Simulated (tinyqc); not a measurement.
Lossy package transmission line with skin effect: two steps of the calculation.

A uniform line in a homogeneous dielectric: c = sqrt(er)/(c0 Z0), l = Z0 sqrt(er)/c0 (c0 = 299792458 m/s), g = w c td, w = 2 pi f. The resistance joins its limits as r = sqrt(r_dc^2 + r_hf^2), with r_dc = rho/(wd th), r_hf = kr rho/(2 delta (wd + th)), delta = sqrt(rho/(pi f mu0)), mu0 = 4 pi 1e-7 H/m; this is an interpolation, and internal inductance, up to 0.05 nH/mm at low frequency, is neglected.

Values chosen for this exercise: length len = 5.8 mm; source resistance Rg = 10 ohm; load resistance RL = 100 ohm; load capacitance CL = 300 fF; frequency f = 19 GHz.

Question 1. Propagation constant and impedance. gamma = sqrt((r + i w l)(g + i w c)) = alpha + i beta, Zc = sqrt((r + i w l)/(g + i w c)), roots with positive real part; loss 8.685889638 alpha in dB; phase velocity w/beta.

r = 0.21194972 ohm/mm
l = 0.31202064 nH/mm
c = 124.80826 pF/m
g = 0.074498373 S/m

Wanted: gamma len; Zc; loss; phase velocity over c0; r/(w l).

Answer 1.

gamma len = 0.0231+4.3209i
Zc = 50.000-0.017i ohm
loss = 0.034587 dB/mm
phase velocity over c0 = 0.53452
r/(w l) = 0.0056900

Question 2. Reflection, input impedance and transfer. ZL = 1/(1/RL + i w CL); reflection (ZL - Zc)/(ZL + Zc); Zin = Zc (ZL + Zc tanh(gamma len))/(Zc + ZL tanh(gamma len)); H = V_load/V_source = [Zin/(Zin + Rg)]/[cosh(gamma len) + (Zc/ZL) sinh(gamma len)].

gamma len = 0.0230953+4.3209059i
Zc = 50.000089-0.017251i ohm

Wanted: ZL; reflection at the load; Zin; H; |H|.

Answer 2.

ZL = 7.23-25.90i ohm
reflection at the load = -0.4501-0.6561i
Zin = 11.43+40.35i ohm
H = 0.5600+0.3729i
|H| = -3.442 dB

Program tinyqc, `OMP_NUM_THREADS=1 python tinyqc.py 2810123 2810124 out.jsonl`; Intel Xeon 2.30GHz, shared host, one thread, about 0.01 s.
